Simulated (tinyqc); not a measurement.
Two-valley model of the transferred-electron effect. From one set of inputs to another, one input at a time. Computed by tinyqc, a small Python program. Command: `OMP_NUM_THREADS=1 python tinyqc.py 3004556 3004557 out.jsonl gunn ladder`. One thread of a shared host (Intel(R) Xeon(R) Processor @ 2.30GHz), about 0.02 s of CPU time with the checks.

Both kinds of valley share one electron temperature T_e, and each has a constant mobility.

The inputs printed are set A. Inputs not listed in the table keep their values of set A, so the rows need not describe a real material.

Inputs (values chosen for the exercise, modelled on GaN):
```
quantity,value,unit
central-valley mass m1,0.2,m_0
satellite-valley mass m2,0.41,m_0
satellite valleys Z,6,-
valley separation dE,1.3,eV
central-valley mobility mu1,1000,cm^2/(V s)
satellite-valley mobility mu2,59,cm^2/(V s)
energy relaxation time tau_E,0.092,ps
lattice temperature T,150,K
electric field F,65,kV/cm
mixing,0.05,-
iteration cap,600,-
```

Solver: damped fixed point.

Constants: k_B = 8.617333262e-05 eV/K.

Method:
- Density-of-states ratio R = Z (m2/m1)^(3/2); n2/n1 = R exp(-dE/(k_B T_e)); mean mobility mu = (mu1 + mu2 n2/n1)/(1 + n2/n1); energy balance e mu F^2 = (3/2) k_B (T_e - T)/tau_E; v = mu F.
- Fixed point from T_e = T: T_out = T + (2/3) e mu(T_e) F^2 tau_E/k_B, T_new = T_e + mixing (T_out - T_e); stop when |T_out - T_e| is below 1e-6 K.
- Using T_e as the parameter, F(T_e) = sqrt(3 k_B (T_e - T)/(2 e mu tau_E)) and v = mu F; find the first maximum and the next minimum of v, and the most negative dv/dF between them.

Each row keeps all changes above it:
```
input moved,from,to,peak velocity (1e7 cm/s),peak-to-valley ratio,electron temperature T_e (K)
set A,-,-,6.279,1.068,2905
central-valley mobility mu1 (cm^2/(V s)),1000,1800,8.379,1.106,4026
energy relaxation time tau_E (ps),0.092,0.26,4.984,1.106,6312
valley separation dE (eV),1.3,0.59,3.279,1.090,4090
central-valley mass m1 (m_0),0.2,0.083,2.791,1.449,2821
lattice temperature T (K),150,500,2.340,1.274,2964
electric field F (kV/cm),65,6,2.340,1.274,630
satellite-valley mobility mu2 (cm^2/(V s)),59,220,2.398,1.055,630
```

Which inputs carry the difference?

Peak velocity goes from 6.28 to 2.40, a factor 0.382 in all. The largest single move comes from energy relaxation time tau_E (a factor 0.595), and central-valley mobility mu1 works against it (a factor 1.33). Peak-to-valley ratio goes from 1.07 to 1.05, a factor 0.9875 in all. The largest single move comes from central-valley mass m1 (a factor 1.33), but it runs against the net change; the largest move in the direction of the net change is satellite-valley mobility mu2 (a factor 0.828). Electron temperature T_e goes from 2900 to 630, a factor 0.217 in all. The largest single move comes from electric field F (a factor 0.213), and energy relaxation time tau_E works against it (a factor 1.57). The single moves hold for this order of the switches; the total does not depend on the order.

Caution (rows set A, central-valley mobility mu1, energy relaxation time tau_E): T_e at the threshold exceeds 3000 K, outside the range of a Maxwellian in parabolic valleys.

Extremes, crossings and ranges named in words are read from the listed rows.
